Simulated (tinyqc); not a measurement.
Bias-temperature instability from a Gaussian distribution of capture and emission barriers: one step, computed by the program tinyqc.

Each trap has a capture time tau_0 exp(E_c/(k_B T)) under stress and an emission time tau_0 exp(E_e/(k_B T)) after it. E_c is Gaussian, and E_e = E_c + d with d Gaussian and independent. A trap counts as filled once t_s exceeds its capture time and as emptied once t_r exceeds its emission time.

Question. Lifetime. Demarcation energies E_s = k_B T ln(t_s/tau_0), E_r = k_B T ln(t_r/tau_0); mean barrier mu = mu_c - k_F F; z = (E_s - mu)/sigma_c; Phi is the standard normal distribution. Temperatures in kelvin are T(C) + 273.15. Solve V_max Phi(z) = criterion for t_s; the power-law extrapolation from the stress point is t_s (criterion/dV0)^(1/n); 1 year = 3.15576e7 s.

Inputs (values chosen for the exercise, for a model p-channel transistor):
```
quantity,value,unit
shift with all traps filled V_max,200,mV
spread of capture barriers sigma_c,0.38,eV
time constant tau_0,1e-09,s
temperature T,175,C
stress time t_s,20,s
failure criterion,20,mV
```

mean barrier mu = 1.2594 eV

shift without recovery dV0 = 36.61545 mV

time exponent n = 0.1472143

Constants: k_B = 8.617333262e-05 eV/K.

Give: log10 of the lifetime in s; log10 of the power-law estimate in s.

Answer.

log10 of the lifetime in s = -0.3137

log10 of the power-law estimate in s = -0.4830

The power law gives a time shorter by 0.17 decades, since n falls as traps fill; ten years is log10 = 8.50.
